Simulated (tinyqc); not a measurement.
p-type polysilicon, carrier trapping at grain boundaries: two steps of the calculation.

One-dimensional grains of size Lg, uniform ionised doping N, monovalent traps Qt at each boundary at a depth Et below (for electrons) or above (for holes) the band edge there, abrupt depletion of width W on each side of a boundary, Boltzmann statistics. xi is the distance from the band edge at the grain centre to the Fermi level. Trapped charge Qt/(1 + exp((xi + VB - Et)/Vt)) = 2 N W, barrier VB = q N W^2/(2 eps0 eps_r).

Parameters, values chosen for the exercise; values of the order met in polycrystalline silicon: temperature T = 300 K; relative permittivity eps_r = 11.7; valence-band density of states at T NB = 2.65e19 cm^-3; grain size Lg = 18 nm; trap density of a grain boundary Qt = 2.9e12 cm^-2; depth of the trap level from the majority band edge at the boundary Et = 0.4 eV; mass for thermionic emission ms = 0.27 m0; correction factor of the emission rate fe = 0.12; mobility inside the grains mug = 160 cm^2/(V s); doping N = 7.7e18 cm^-3.

Constants: q = 1.602176634e-19 C, kB = 1.380649e-23 J/K, m0 = 9.1093837015e-31 kg, Vt = kB T/q, eps0 = 8.8541878128e-14 F/cm where lengths are in cm. Results are converted to the units shown.

Task 1. Depletion width, Fermi level and barrier. If the trap equation with xi = Vt ln(NB/N) has a root W < Lg/2, the grain is partly depleted; otherwise W = Lg/2 and the trap equation gives xi = Et - VB + Vt ln(Qt/(N Lg) - 1). N* = Qt/Lg.

Find: N*; W; xi; VB; share of traps filled.

Result 1.

N* = 1.611e18 cm^-3
W = 1.883 nm
xi = 0.03195 V
VB = 0.02111 V
share of traps filled = 1.000

N is 4.78 N*, and the grain is partly depleted; VB = 0.817 Vt.

Task 2. Resistivity and effective mobility. n0 = NB exp(-xi/Vt); mean density n0 (1 - 2 W/Lg) by charge balance in a partly depleted grain, and n0 (sqrt(pi)/2) erf(u)/u with u = sqrt(VB/Vt) in a fully depleted one; v = sqrt(kB T/(2 pi ms m0)); barrier resistivity Vt exp(VB/Vt)/(q fe n0 v Lg); grain resistivity (1 - 2 W/Lg)/(q n0 mug); effective mobility 1/(q mean density total resistivity).

W = 1.8831141 nm
xi = 0.031951117 V
VB = 0.021114937 V

Give: n0; mean density; v; barrier resistivity; grain resistivity; resistivity; effective mobility.

Result 2.

n0 = 7.700e18 cm^-3
mean density = 6.089e18 cm^-3
v = 5.177e6 cm/s
barrier resistivity = 0.04241 ohm cm
grain resistivity = 4.006e-3 ohm cm
resistivity = 0.04642 ohm cm
effective mobility = 22.08 cm^2/(V s)

The resistivity is 9.16 times that of a single crystal with the same N and mobility mug, and the mean density is 79.1 % of N.

Numbers from tinyqc (`OMP_NUM_THREADS=1 python tinyqc.py 2830012 2830013 out.jsonl`; about 0.01 s on one thread of a shared Intel Xeon 2.30GHz).
